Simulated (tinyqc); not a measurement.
Off-state leakage of single and stacked transistors: one step of the calculation.

n-channel devices of unit width. Subthreshold current I(Vg, Vs, Vd) = I0 (T/300 K)^0.5 exp[(Vg - Vs - VT(T) - gb (Vs - Vb) + dd (Vd - Vs))/(nf Vt)] (1 - exp(-(Vd - Vs)/Vt)), VT(T) = VT - cT (T - 300 K). Gate-edge tunnelling Ig (Vd/1 V) exp(ag (Vd - 1 V)), for a gate at 0 V, and band-to-band leakage Ab u exp(-Bb/u), u = Vd - Vb + 1 V, flow at a drain held at V; both are taken as independent of T. In a stack of off transistors (all gates at 0 V) the same subthreshold current passes through each.

Task. New Vx. Stack of two, Vx the node between them: I_low = I(0, 0, Vx), I_up = I(0, Vx, V), f = ln(I_up/I_low), f' = -(1 + gb + 2 dd)/(nf Vt) - 1/(Vt (exp(Vx/Vt) - 1)) - 1/(Vt (exp((V - Vx)/Vt) - 1)), Vx(new) = Vx - f/f'.

Inputs (values chosen for the exercise); values of the order met in bulk silicon logic transistors: temperature T = 300 K; supply voltage V = 0.8 V; threshold at 300 K, zero drain and body bias VT = 0.44 V; fall of the threshold with temperature cT = 0.9 mV/K; current at threshold at 300 K I0 = 0.27 uA/um; slope factor nf = 1.19; drain-induced lowering per volt dd = 0.12; rise of the threshold per volt of source-body bias gb = 0.19; body voltage Vb = -0.6 V.

Constants: q = 1.602176634e-19 C, kB = 1.380649e-23 J/K, Vt = kB T/q. Results are converted to the units shown.

Vx at the start = 0.067 V

Give: I_low; I_up; f; f'; Vx after iteration 1.

Result.

I_low = 4.9003e-6 nA/um
I_up = 5.3298e-6 nA/um
f = 0.084023
f' = -49.615 1/V
Vx after iteration 1 = 0.068694 V

tinyqc, about 0.03 s, one thread, Intel Xeon 2.30GHz (shared host): `OMP_NUM_THREADS=1 python tinyqc.py 2242143 2242144 out.jsonl`
